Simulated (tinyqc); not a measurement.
Longitudinal sound in a periodic multilayer: transfer matrices, stop bands and folded phonons: one step, computed by the program tinyqc. Command: `OMP_NUM_THREADS=1 python tinyqc.py 3027536 3027537 out.jsonl multilayer walk`. One thread of a shared host (Intel(R) Xeon(R) Processor @ 2.30GHz), about 0.01 s of CPU time with the checks.

Layers 1 and 2 repeat with period d = d_1 + d_2; waves travel normal to the layers, without loss. State vector (u, s): displacement u and stress divided by omega. Impedances Z = rho v are in 1e6 kg/(m^2 s).

Question. Impedances, mean velocity and Bragg frequency. Z = rho v; interface reflection r = (Z_2 - Z_1)/(Z_2 + Z_1) (stress amplitude, from 1 into 2); Bragg frequency f_B = 1/[2 (d_1/v_1 + d_2/v_2)]; long-wave velocity v_eff = d/sqrt[(d_1/v_1)^2 + (d_2/v_2)^2 + (Z_1/Z_2 + Z_2/Z_1)(d_1/v_1)(d_2/v_2)].

Inputs (values chosen for the exercise, modelled on gallium arsenide (layer 1), aluminium arsenide (layer 2) and silica (substrate)):
```
quantity            value    unit
density rho_1        5.32  g/cm^3
velocity v_1         4800     m/s
thickness d_1         191      nm
density rho_2        3.78  g/cm^3
velocity v_2         5600     m/s
thickness d_2         228      nm
substrate density    2.19  g/cm^3
substrate velocity   5990     m/s
```

Give: Z_1; Z_2; Z of the substrate; interface reflection r; Bragg frequency f_B; long-wave velocity v_eff.

Answer.

Z_1 = 25.536

Z_2 = 21.168

Z of the substrate = 13.1181

interface reflection r = -0.09353

Bragg frequency f_B = 6.211 GHz

long-wave velocity v_eff = 5182 m/s
